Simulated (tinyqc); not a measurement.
# From vertical rate back to plasma density n_e

Model: ion-assisted plasma etching: sheath, surface coverage, synergy and aspect-ratio dependence. Computed by tinyqc, a small Python program. Command: `OMP_NUM_THREADS=1 python tinyqc.py 3008980 3008981 out.jsonl etch inv`. One thread of a shared host (Intel(R) Xeon(R) Processor @ 2.30GHz), about 0.01 s of CPU time with the checks.

Radicals adsorb on bare sites; ions remove covered sites with a high yield and bare sites by sputtering; a slow spontaneous reaction acts everywhere, walls included.

Inputs (values chosen for the exercise, close to those used for silicon in a halogen plasma):

| quantity | value | unit |
|---|---|---|
| electron temperature T_e | 2.8 | eV |
| ion mass M_i | 71 | u |
| sheath voltage V | 76 | V |
| radical density n | 7e+13 | 1/cm^3 |
| radical mass M_n | 35.5 | u |
| gas temperature T_g | 400 | K |
| sticking coefficient s | 0.53 | - |
| radicals per removed unit x | 4 | - |
| yield slope b | 0.091 | eV^(-1/2) |
| threshold E_th | 16 | eV |
| sputter slope b_p | 0.028 | eV^(-1/2) |
| sputter threshold E_p | 26 | eV |
| spontaneous reaction probability k_c | 0.00023 | - |
| solid density N | 5e+22 | 1/cm^3 |
| ion temperature T_i | 0.2 | eV |

Feature: round hole.

Constants: e = 1.602176634e-19 C; u = 1.6605390666e-27 kg; k_B = 1.380649e-23 J/K; eps_0 = 8.8541878128e-12 F/m.

Method:
- Bohm speed u_B = sqrt(e T_e/M_i); ion flux G_i = 0.61 n_e u_B; radical flux G_n = n c/4 with c = sqrt(8 k_B T_g/(pi M_n)).
- Debye length lambda_D = sqrt(eps_0 T_e/(e n_s)) with n_s = 0.61 n_e, T_e in volts; Child-law sheath d = (sqrt2/3) lambda_D (2 V/T_e)^(3/4); ion energy E = V + T_e/2; angular spread = arctan(sqrt(T_i/E)).
- Yields: Y = b (sqrt(E) - sqrt(E_th)) on covered sites, Y_p = b_p (sqrt(E) - sqrt(E_p)) on bare ones (zero below threshold).
- Steady coverage: s G_n (1 - theta) = x Y G_i theta; removal flux = Y G_i theta + Y_p G_i (1 - theta) + k_c G_n; rate = flux/N, 1 cm/s = 6e8 nm/min.
- Lateral rate = k_c G_n/N; anisotropy = 1 - lateral/vertical; synergy = vertical/(ions alone + radicals alone), with ions alone Y_p G_i/N and radicals alone the lateral rate.

Task: A run gave the result below. Find the plasma density n_e, known to lie between 2e+11 and 4.9e+11 1/cm^3.

vertical rate = 177.108 nm/min

Result:

Each step takes the trial c = (a f_b - b f_a)/(f_b - f_a), f being the result less the target and a, b, c the logarithms of the listed values; c replaces end b, the old b replaces a if the sign of f changed, and otherwise f_a is halved.

Scan of the range:

| plasma density n_e (1/cm^3) | vertical rate (nm/min) |
|---|---|
| 2.00e+11 | 119.048 |
| 2.32e+11 | 136.377 |
| 2.70e+11 | 156.529 |
| 3.13e+11 | 178.798 |
| 3.63e+11 | 204.015 |
| 4.22e+11 | 232.890 |
| 4.90e+11 | 265.066 |

False position (Illinois rule, in the logarithm of the input) inside the bracket:

| step | end a | end b | trial | vertical rate (nm/min) |
|---|---|---|---|---|
| 1 | 2.70000e+11 | 3.13000e+11 | 3.09510e+11 | 177.011 |
| 2 | 3.13000e+11 | 3.09510e+11 | 3.09699e+11 | 177.108 |
| 3 | 3.13000e+11 | 3.09699e+11 | 3.09701e+11 | 177.108 |
| 4 | 3.09699e+11 | 3.09701e+11 | 3.09700e+11 | 177.108 |

Vertical rate rises at every point of a 13-point scan of the range (every second point is shown), so one value fits; it is bracketed by 2.70e11 and 3.13e11. Answer: plasma density n_e = 3.097e11 1/cm^3.
